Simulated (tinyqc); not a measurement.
What moves the exposure: standing waves and exposure in a photoresist film.

Normal incidence from air. Unexposed resist: N1 = n1 + i k1 with k1 = (A + B) lam/(4 pi), lam in micrometres. r01 = (1 - N1)/(1 + N1), t01 = 2/(1 + N1). Substrate Ns = ns + i ks: r12 = (N1 - Ns)/(N1 + Ns). With p = exp(2 pi i N1 d/lam), the field at depth z is E(z) = t01 [exp(2 pi i N1 z/lam) + r12 p^2 exp(-2 pi i N1 z/lam)]/(1 + r01 r12 p^2), the relative intensity I(z) = n1 |E(z)|^2 and the reflectance R = |(r01 + r12 p^2)/(1 + r01 r12 p^2)|^2.

Parameters, chosen for this exercise (a resist on W, indices near tabulated ones; not measured data):
- lam = 193 nm (vacuum wavelength)
- n1 = 1.696 (resist index)
- A = 0.03 1/micrometre (bleachable absorption (Dill A))
- B = 0.32 1/micrometre (fixed absorption (Dill B))
- d = 226 nm (resist thickness)
- ns = 1.277 (substrate n)
- ks = 2.992 (substrate k)

The mean of I is over 800 depths.

Results for these values:
```
case  |r12|^2       R  mean I  I at the bottom
base   0.5103  0.5900  1.0376           0.4355
```

What happens to each result for ns = 1.405, all else kept?

Answer: |r12|^2 falls from 0.5103 to 0.4841; R falls from 0.5900 to 0.5725; mean I falls from 1.0376 to 1.0232; I at the bottom falls from 0.4355 to 0.4184.

The same for each parameter in turn:
```
case                   |r12|^2       R  mean I  I at the bottom
base                    0.5103  0.5900  1.0376           0.4355
d = 236 nm              0.5103  0.4368  1.4019           0.5941
n1 = 1.713              0.5082  0.5687  1.0814           0.4638
B = 0.52 1/micrometre   0.5088  0.5576  1.0110           0.4206
ks = 2.693              0.4590  0.5470  1.0289           0.4936
ns = 1.405              0.4841  0.5725  1.0232           0.4184
```

Run: tinyqc, `OMP_NUM_THREADS=1 python tinyqc.py 1652020 1652021 out.jsonl`; Intel(R) Xeon(R) Processor @ 2.30GHz, one thread, shared host; about 0.01 s of CPU time with all checks.
